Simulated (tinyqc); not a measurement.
Inside a calculation. Method: Luttinger-Kohn k.p, four valence bands. One step of it, computed by the program tinyqc.

Problem. Levels at k. Diagonalise the Hermitian matrix.

H(k) at k (eV), order 3/2, 1/2, -1/2, -3/2:
```
[[0.206648, -0.036337+0.138741i, 0.067656+0.056524i, 0.000000],
 [-0.036337-0.138741i, 0.186345, 0.000000, 0.067656+0.056524i],
 [0.067656-0.056524i, 0.000000, 0.186345, 0.036337-0.138741i],
 [0.000000, 0.067656-0.056524i, 0.036337+0.138741i, 0.206648]]
```

Give: eigenvalues.

Solution.

eigenvalues (eV): [0.0278, 0.0278, 0.3652, 0.3652]
